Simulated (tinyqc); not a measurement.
# Capacitance measurement on a leaky thin oxide: effects of series resistance and leakage: effects of single changes

The device is a capacitance C in parallel with a leakage conductance G, in series with Rs and Ls. An impedance meter reports either a parallel pair (Cp, Gp) from Y = 1/Z = Gp + i w Cp or a series pair (Cs, Rm) from Z = Rm + 1/(i w Cs); w = 2 pi f, dissipation D = Gp/(w |Cp|).

Inputs (values chosen for the exercise); values of the order met in thin-oxide MOS capacitors: relative permittivity of the gate insulator (close to silicon dioxide) eox = 3.9; insulator thickness tox = 1.8 nm; gate area A = 10000 um^2; oxide-equivalent thickness added by the accumulation layer zc = 0.26 nm; oxide-equivalent thickness added by gate depletion zp = 0 nm; gate leakage current density, not matched to the thickness Jg = 0.00067 A/cm^2; voltage for an e-fold rise of the leakage Vs = 0.24 V; series resistance Rs = 9 ohm; series inductance Ls = 130 nH; measuring frequency f = 1e5 Hz.

Constants: eps0 = 8.8541878128e-14 F/cm where lengths are in cm. Results are converted to the units shown.

Each table varies one quantity; the others keep the values above.

## Readings against frequency

EOT = 3.9 tox/eox; CET = EOT + zc + zp; C = 3.9 eps0 A/CET; G = Jg A/Vs. Z = Rs + i w Ls + 1/(G + i w C); CET read from Cp = 3.9 eps0 A/Cp; errors under 0.001 % are printed as 0.

The same in every row: C (pF) = 167.6.

Result of one run:
```
f (Hz)	Cp (pF)	Cs (pF)	D	error of Cp (%)	error of Cs (%)	CET read from Cp (nm)
1000	167.6	179.4	0.2651	0	7.03	2.060
```

What becomes of these results when the measuring frequency f is changed from 1000 to 3e6 Hz, all else the same?

Result of the changed run:
```
f (Hz)	Cp (pF)	Cs (pF)	D	error of Cp (%)	error of Cs (%)	CET read from Cp (nm)
3e6	168.8	168.9	0.02875	0.697	0.780	2.046
```

The whole series:
```
f (Hz)	Cp (pF)	Cs (pF)	D	error of Cp (%)	error of Cs (%)	CET read from Cp (nm)
1000	167.6	179.4	0.2651	0	7.03	2.060
3000	167.6	168.9	0.08838	0	0.781	2.060
10000	167.6	167.7	0.02660	0	0.0703	2.060
30000	167.6	167.6	0.009120	0	7.88e-3	2.060
1e5	167.6	167.6	0.003599	0	1.56e-3	2.060
3e5	167.6	167.6	0.003728	6.43e-3	7.82e-3	2.060
1e6	167.8	167.8	0.009753	0.0766	0.0861	2.058
3e6	168.8	168.9	0.02875	0.697	0.780	2.046
1e7	181.5	183.4	0.1037	8.25	9.41	1.903
3e7	287.0	742.6	1.260	71.2	343	1.203
```

D goes from 0.265 through a minimum of 0.00360 (at f = 1e5 Hz among the rows listed) to 1.26; without inductance its minimum lies at f = sqrt(G (1 + G Rs)/Rs)/(2 pi C) = 1.67e5 Hz. The error of Cp goes from 0 to 71.2 % and that of Cs from 7.03 to 343 %; at low frequency Cp tends to C/(1 + G Rs)^2 and Cs grows as 1 + (G/(w C))^2. One of the two readings is within 2 % of C for f = 1000, 3000, 10000, 30000, 1e5, 3e5, 1e6, 3e6 Hz. At the highest frequencies Ls raises both readings, by about w^2 Ls C in relative terms. For f = 3e7 D exceeds 1, where the accuracy of real meters degrades in proportion to sqrt(1 + D^2).

## Effect of the gate leakage current density, not matched to the thickness

Same model as above.

The same in every row: C (pF) = 167.63.

Effect of the gate leakage current density, not matched to the thickness:
```
Jg (A/cm^2)	Cp (pF)	Cs (pF)	D	error of Cp (%)	error of Cs (%)	CET read from Cp (nm)
1e-5	167.63	167.63	9.8748e-4	0	0	2.0600
0.0001	167.63	167.63	0.0013435	0	0	2.0600
0.001	167.63	167.63	0.0049040	0	2.43e-3	2.0600
0.02	167.60	168.68	0.080076	-0.0142	0.627	2.0603
0.2	167.38	272.57	0.79276	-0.150	62.6	2.0631
2	165.05	10667	7.9768	-1.54	6260	2.0921
30	119.03	2.6869e6	150.24	-29.0	1.60e6	2.9011
```

As Jg goes from 1e-5 to 30, the error of Cp goes from 0 to -29.0 %, that of Cs from 0 to 1.60e6 %, and D rises from 9.87e-4 to 150. The CET read from Cp goes from 2.06 to 2.90 nm against the true 2.06 nm. For Jg = 2, 30 D exceeds 1, where the accuracy of real meters degrades in proportion to sqrt(1 + D^2).

tinyqc, about 0.01 s, one thread, Intel Xeon 2.30GHz (shared host): `OMP_NUM_THREADS=1 python tinyqc.py 2022070 2022071 out.jsonl`
